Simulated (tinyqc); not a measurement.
# Fixed charge and work-function difference from two thicknesses

Question. With a fixed charge q Nf at the interface, Vfb = phi_ms - q Nf tox/(eps0 eox). Find Nf and phi_ms.

Values chosen for this exercise:
```
symbol  value  unit                                                                 meaning
eox       3.9        relative permittivity of the gate insulator (close to silicon dioxide)
```

Constants: q = 1.602176634e-19 C, eps0 = 8.8541878128e-14 F/cm where lengths are in cm. Results are converted to the units shown.

Vfb at tox = 12 and 27 nm (V): [-0.50468016, -0.62995412]

Answer. Vfb is a straight line in tox: the slope gives Nf and the intercept at zero thickness phi_ms.

Nf = 1.800e11 cm^-2
phi_ms = -0.4045 V

Program tinyqc, `OMP_NUM_THREADS=1 python tinyqc.py 2060169 2060170 out.jsonl`; Intel Xeon 2.30GHz, shared host, one thread, about 0.01 s.
